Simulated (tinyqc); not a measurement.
Longitudinal sound in a periodic multilayer: transfer matrices, stop bands and folded phonons: one step, computed by the program tinyqc. Command: `OMP_NUM_THREADS=1 python tinyqc.py 3019391 3019392 out.jsonl multilayer walk`. One thread of a shared host (Intel(R) Xeon(R) Processor @ 2.30GHz), about 0.01 s of CPU time with the checks.

Layers 1 and 2 repeat with period d = d_1 + d_2; waves travel normal to the layers, without loss. State vector (u, s): displacement u and stress divided by omega. Impedances Z = rho v are in 1e6 kg/(m^2 s).

Question. Transmission through N periods. A layer maps (u, s) by [[cos p, sin p/Z], [-Z sin p, cos p]], p = 2 pi f d_i/v_i; one period is M = M_2 M_1, and cos(q d) = trace(M)/2. For N periods A = M^N. A wave comes from a thick layer of material 1 and leaves into the substrate (Z_s): transmitted power T = 4 Z_1 Z_s/|Z_1 A_22 + Z_s A_11 - i (Z_1 Z_s A_12 - A_21)|^2, reflected power R = 1 - T.

Inputs (values chosen for the exercise, modelled on silica (layer 1), titanium nitride (layer 2) and silica (substrate)):
```
quantity       value  unit
velocity v_1    5970   m/s
thickness d_1   16.5    nm
velocity v_2   10300   m/s
thickness d_2   28.5    nm
periods N          3     -
frequency f      100   GHz
```

M:
```
            1            2
1  -0.2070347  -0.01545633
2    11.07064    -4.003621
```

Z_2 = 54.693

Z_1 = 13.1937

Z of the substrate = 12.8838

Give: A = M^N; transmitted power T; T in decibel.

Answer.

A = M^N:
```
        1        2
1  0.7470  -0.2586
2   185.2   -62.77
```

transmitted power T = 9.411e-04

T in decibel = -30.26 dB
